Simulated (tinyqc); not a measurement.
Worked calculation: RHF in the 3-21g basis, for H3+, spin multiplicity 1. One step of it, computed by the program tinyqc.

Task: Orthogonalisation. S = U s U^T; symmetric (Loewdin) form X = U s^(-1/2) U^T, so that X^T S X = 1.

overlap S:
```
          1H 1s     1H 2s     2H 1s     2H 2s     3H 1s     3H 2s
1H 1s  1.000000  0.645899  0.353142  0.458709  0.353142  0.458709
1H 2s  0.645899  1.000000  0.458709  0.812814  0.458709  0.812814
2H 1s  0.353142  0.458709  1.000000  0.645899  0.019851  0.164474
2H 2s  0.458709  0.812814  0.645899  1.000000  0.164474  0.436481
3H 1s  0.353142  0.458709  0.019851  0.164474  1.000000  0.645899
3H 2s  0.458709  0.812814  0.164474  0.436481  0.645899  1.000000
```

Give: eigenvalues of S; X.

Result:

eigenvalues of S: 0.0349  0.2473  0.4613  0.5621  1.2964  3.3980

X:
```
         1H 1s    1H 2s    2H 1s    2H 2s    3H 1s    3H 2s
1H 1s   1.2926  -0.6149  -0.1242   0.1127  -0.1242   0.1127
1H 2s  -0.6149   3.5754  -0.0251  -1.5123  -0.0251  -1.5123
2H 1s  -0.1242  -0.0251   1.2629  -0.4580   0.0432   0.0618
2H 2s   0.1127  -1.5123  -0.4580   2.0974   0.0618   0.4278
3H 1s  -0.1242  -0.0251   0.0432   0.0618   1.2629  -0.4580
3H 2s   0.1127  -1.5123   0.0618   0.4278  -0.4580   2.0974
```
